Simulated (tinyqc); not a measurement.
Worked calculation: Landau-Devonshire theory of a uniaxial ferroelectric. Computed by tinyqc, a small Python program that keeps every step. Command: `OMP_NUM_THREADS=1 python tinyqc.py 3022738 3022739 out.jsonl ferro walk`. One thread of a shared host (Intel(R) Xeon(R) Processor @ 2.30GHz), about 0.01 s of CPU time with the checks. Intermediate numbers are printed to about 7 digits and carried at full precision; extremes and crossings named in words are read from the listed rows.

G(P) = (alpha/2) P^2 + (beta*/4) P^4 + (gamma/6) P^6 - E P per volume, SI units, one domain, P along the polar axis, which is normal to the film.

Inputs (values chosen for the exercise, for a model ferroelectric):

| quantity | value | unit |
|---|---|---|
| alpha_0 | 1.2e+06 | J m/(C^2 K) |
| Curie-Weiss temperature T0 | 450 | K |
| beta | 3.54e+09 | J m^5/C^4 |
| gamma | 5.42e+10 | J m^9/C^6 |
| temperature T | 415 | K |
| misfit strain u_m | -0.019 | - |
| electrostriction Q12 | -0.031 | m^4/C^2 |
| compliance s11 + s12 | 8.9e-12 | m^2/N |
| applied field E | 6.4 | MV/m |
| film thickness d | 3.4 | nm |
| screening length lambda | 0.0034 | nm |
| background permittivity eps_b | 7 | - |
| gradient coefficient g | 8.3e-11 | J m^3/C^2 |
| series capacitance C_d | 1 | microfarad/cm^2 |
| start of Newton steps P0/Ps | 1 | - |

Sample: epitaxial film.

Constants: eps_0 = 8.8541878128e-12 F/m.

## Coefficients at T

alpha = alpha_0 (T - T0*), with clamping: T0* = T0 + 4 Q12 u_m/(alpha_0 (s11 + s12)), beta* = beta + 4 Q12^2/(s11 + s12).

T0* = 670.5993 K

alpha = -3.067191e+08 J m/C^2

beta* = 3.971910e+09 J m^5/C^4

Compression raises T0 by 221 K. beta* > 0: the transition is of second order.

## Spontaneous polarisation, susceptibility, coercive field

Ps^2 = [-beta* + sqrt(beta*^2 - 4 alpha gamma)]/(2 gamma). chi = 1/(eps_0 G''), G'' = alpha + 3 beta* P^2 + 5 gamma P^4 at Ps. Ps, chi and the coercive field are for perfect screening, without a depolarising field. The intrinsic coercive field is |alpha P + beta* P^3 + gamma P^5| at the P_c where G'' = 0. 1 C/m^2 = 100 microcoulomb/cm^2.

spontaneous polarisation Ps = 21.68740 microcoulomb/cm^2

susceptibility chi = 132.3665

well depth G(Ps) = -4.076546 MJ/m^3

P_c = 13.49221 microcoulomb/cm^2

intrinsic coercive field = 29.20436 MV/m

P_c/Ps = 0.622, above the 0.577 of a quartic well, as the sixth-order term matters. Real switching runs by domain nucleation at far lower fields.

## Polarisation in the field by Newton steps

Solve G'(P) = alpha P + beta* P^3 + gamma P^5 - E = 0 by P(new) = P - G'/G'' from P0; stop when the step is below 1e-11 C/m^2 (G' under 1e-6 MV/m is shown as 0).

Newton steps:

| step | P (microcoulomb/cm^2) | G' (MV/m) | G'' (MJ m/C^2) |
|---|---|---|---|
| 1 | 21.68740 | -6.400000e+00 | 853.2440 |
| 2 | 22.43748 | 4.690678e-01 | 980.0235 |
| 3 | 22.38962 | 2.011613e-03 | 971.6249 |
| 4 | 22.38941 | 0 | 971.5886 |
| 5 | 22.38941 | 0 | 971.5886 |

P at the end of the steps = 22.38941 microcoulomb/cm^2

1/(eps_0 G'') there = 116.2435

The linear estimate Ps + eps_0 chi E gives 22.437; the field lowers chi by 12.2 %.

## The 180-degree wall

With the term (g/2) (dP/dx)^2, (g/2) P'^2 = G(P) - G(Ps) across the wall: energy = int_(-Ps)^(Ps) sqrt(2 g [G(P) - G(Ps)]) dP (40 Gauss-Legendre points); width = 2 Ps over the slope at P = 0, sqrt(2 |G(Ps)|/g). Elastic coupling inside the wall is left out.

wall energy = 7.691636 mJ/m^2

wall width = 1.383934 nm

## A capacitor with imperfect screening

Between shorted electrodes with screening length lambda each, the depolarising field is -k P, k = 2 lambda/(eps_0 (d + 2 lambda eps_b)), so alpha turns into alpha + k. The polar state is the lowest uniform state while alpha + k < 0 (beta* > 0) or < 3 beta*^2/(16 gamma) (beta* < 0); setting the equality gives the critical thickness d_c.

depolarising coefficient k = 2.227631e+08 J m/C^2

polarisation of the film = 13.08901 microcoulomb/cm^2

size of the depolarising field = 29.15748 MV/m

critical thickness d_c = 2.456314 nm

The film keeps 60 % of Ps.

## Thickness series

Domains are left out, though they can pre-empt both the loss of P and the state at P = 0. The second and third columns are for the shorted capacitor, polar only where it is the lowest uniform state: alpha + k < 0 (beta* > 0) or < 3 beta*^2/(16 gamma) (beta* < 0). The last column is another circuit, the film in series with C_d at P = 0: 1/C = (alpha d)/(1 + alpha eps_0 eps_b) + 1/C_d, and P = 0 is locally stable while 1/C > 0; a dash marks the rest.

Against thickness:

| d (nm) | P (microcoulomb/cm^2) | depolarising field (MV/m) | C of the stack / C_d |
|---|---|---|---|
| 1 | 0.00000 | 0.00000 | 1.003136 |
| 2 | 0.00000 | 0.00000 | 1.006293 |
| 3 | 10.88927 | 27.44107 | 1.009469 |
| 5 | 16.76987 | 25.51555 | 1.015881 |
| 8 | 18.90836 | 18.04461 | 1.025655 |
| 15 | 20.29887 | 10.36012 | 1.049207 |
| 30 | 21.01603 | 5.37157 | 1.103508 |
| 60 | 21.35702 | 2.73152 | 1.230917 |
| 150 | 21.55647 | 1.10334 | 1.883219 |

The polar state appears between 2 and 3 nm (d_c = 2.46 nm), and at 150 nm P is 99.4 % of Ps. The stack exceeds C_d wherever it is stable, up to 1.88 times: the ferroelectric held at P = 0 acts as a negative capacitance.

Checks made by the program: Ps against a numerical root of G'(P)/P (relative difference below 1e-10).
